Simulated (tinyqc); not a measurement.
# Input admittance of a MOSFET at zero drain bias: distributed channel and distributed gate: two studies

Source and drain grounded, strong inversion, w = 2 pi f, Cox = eps0 eox/tox. The channel is an RC line of resistance 1/(mu Cox Vo) per square fed from both ends, so one finger has the intrinsic admittance y = i w Cox L tanh(g)/g per width, g = (1/2) sqrt(i w tau), tau = L^2/(mu Vo). The vertical resistance rv/L is in series with y, the overlaps 2 i w Cov in parallel: y_t = 1/(1/y + rv/L) + 2 i w Cov. The gate strip is a line of Rsh/L per length loaded by y_t, so a finger has Y = y_t Wf tanh(k)/k, k = (Wf/sd) sqrt(y_t Rsh/L); the device has Nf Y.

Parameters, values chosen for the exercise; values of the order met in silicon radio-frequency transistors:
```
symbol,value,unit,meaning
eox,9.22,,relative permittivity of the gate insulator (close to aluminium oxide)
tox,5.2,nm,insulator thickness
L,0.26,um,channel length
Wf,5.8,um,finger width
Nf,64,,number of fingers
mu,120,cm^2/(V s),channel mobility
Vo,0.51,V,gate overdrive
Rsh,22,ohm/square,sheet resistance of the gate
rv,5.5,ohm um^2,vertical resistivity of the gate stack
sd,2,,number of ends at which a finger is contacted
Cov,0.16,fF/um,overlap and fringe capacitance on each side
f,16,GHz,frequency
```

Constants: eps0 = 8.8541878128e-14 F/cm where lengths are in cm. Results are converted to the units shown.

Each table varies one quantity; the others keep the values above.

## Input impedance against frequency

Low-frequency limits, with c = Cox L and ct = c + 2 Cov: R_strip = Rsh Wf/(3 sd^2 L Nf), R_ch = (c/ct)^2 L/(12 mu Cox Vo Wf Nf), R_vert = (c/ct)^2 rv/(L Wf Nf), C = ct Wf Nf. Z = 1/(Nf Y) = R + 1/(i w C), Q = |Im Z|/R, far-point signal |1/cosh k|.

The same in every row: low-frequency R (ohm) = 1.2104.

Results:
```
f (GHz)     w tau       |k|  R (ohm)  C (fF)        Q  signal at the far point
0.2      0.013881  0.062740   1.2104  1633.9   402.36                   1.0000
0.4      0.027761  0.088727   1.2104  1633.9   201.18                  0.99999
1        0.069403   0.14029   1.2104  1633.9   80.474                  0.99991
3         0.20821   0.24296   1.2103  1633.7   26.830                  0.99919
20         1.3881   0.62417   1.2072  1622.7   4.0621                  0.96626
50         3.4701   0.96229   1.1928  1570.4   1.6994                  0.84059
100        6.9403    1.2669   1.1582  1434.5  0.95796                  0.65323
300        20.821    1.6622   1.0235  913.85  0.56722                  0.43412
```

Estimate the missing row, f = 7 GHz.

Computed row:
```
f (GHz)    w tau      |k|  R (ohm)  C (fF)       Q  signal at the far point
7        0.48582  0.37094   1.2100  1632.5  11.510                  0.99563
```

With this row back in the table: R falls from 1.21 to 1.02 ohm and C falls from 1630 to 914 fF. Q goes as f^(-1.00) between the first two rows and f^(-0.48) between the last two, where w tau = 20.8 and |k| = 1.66. The low-frequency limits hold both R and C within 5 % up to f = 50 GHz among the rows.

## Effect of the gate overdrive

Same model as above.

Effect of the gate overdrive:
```
Vo (V)   w tau     |k|  R (ohm)  low-frequency R (ohm)  C (fF)      Q  signal at the far point
0.2      2.832  0.5505    2.010                  2.020    1608  3.078                   0.9613
0.35     1.618  0.5574    1.446                  1.449    1623  4.240                   0.9726
0.5      1.133  0.5592    1.219                  1.221    1627  5.018                   0.9777
0.65    0.8713  0.5600    1.096                  1.098    1628  5.573                   0.9805
0.8     0.7079  0.5603    1.020                  1.021    1629  5.989                   0.9824
0.95    0.5961  0.5606   0.9673                 0.9685    1629  6.312                   0.9836
1.1     0.5148  0.5607   0.9291                 0.9302    1630  6.570                   0.9846
1.25    0.4531  0.5608   0.9002                 0.9012    1630  6.781                   0.9853
```

Read the table: what changes, and by how much?

As Vo goes from 0.2 to 1.25, R falls from 2.01 to 0.900 ohm, C rises from 1610 to 1630 fF and Q rises from 3.08 to 6.78. Only the channel term depends on Vo.

Numbers from tinyqc (`OMP_NUM_THREADS=1 python tinyqc.py 2262087 2262088 out.jsonl`; about 0.01 s on one thread of a shared Intel Xeon 2.30GHz).
